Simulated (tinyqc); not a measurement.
A six-terminal Hall bar with edge channels and a constriction, Landauer-Buettiker equations: one step of the calculation.

Contacts 1 (source) and 4 (drain) end the bar; 2 and 3 lie on the upper edge, 6 and 5 on the lower edge, with a constriction between 2 and 3 (and between 6 and 5). Carriers run 1 to 2 to 3 to 4 to 5 to 6 to 1 in M channels. The constriction passes Tc from 2 to 3 and from 5 to 6, and turns M - Tc from 2 to 6 and from 5 to 3. Signs are those of positive carriers; V4 = 0.

Question. Voltages. I_i = (q^2/h) [M V_i - sum_j T_ij V_j], with I_1 = I, V_4 = 0 and no current at 2, 3, 5, 6.

Parameters, values chosen for the exercise:
```
symbol,value,unit,meaning
M,5,,"edge channels, spin counted singly"
I,100,nA,current from contact 1 to contact 4
```

Constants: q = 1.602176634e-19 C, h = 6.62607015e-34 J s. Results are converted to the units shown.

T_ij:
```
   1  2  3  4  5  6
1  0  0  0  0  0  5
2  5  0  0  0  0  0
3  0  2  0  0  3  0
4  0  0  5  0  0  0
5  0  0  0  5  0  0
6  0  3  0  0  2  0
```

Wanted: V.

Answer.

V, contact 1 to 6 (uV): [1290.6, 1290.6, 516.3, 0.0, 0.0, 774.4]

Numbers from tinyqc (`OMP_NUM_THREADS=1 python tinyqc.py 2700110 2700111 out.jsonl`; about 0.01 s on one thread of a shared Intel Xeon 2.30GHz).
